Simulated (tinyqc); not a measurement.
Scale length and barrier from the threshold roll-off.

Question. For L well above Lambda the threshold falls by 2 m sqrt(A (A + Vds)) exp(-pi L/(2 Lambda)), A being the height of the source potential over the barrier top; the two values follow this form. Find Lambda and A.

Values chosen for this exercise:

| symbol | value | unit | meaning |
|---|---|---|---|
| m | 1 |  | long-channel body factor |
| Vds | 0.7 | V | drain voltage |

threshold lowering at L = 32 and 52 nm (mV): 56.720686  8.0827445

Solution. The ratio of the two values gives Lambda; the prefactor gives A (A + Vds), a quadratic with one positive root.

Lambda = 16.1 nm
A = 0.380 V

Computed by the program tinyqc: `OMP_NUM_THREADS=1 python tinyqc.py 2420045 2420046 out.jsonl`, one thread of a shared Intel Xeon 2.30GHz, about 0.03 s for the whole run.
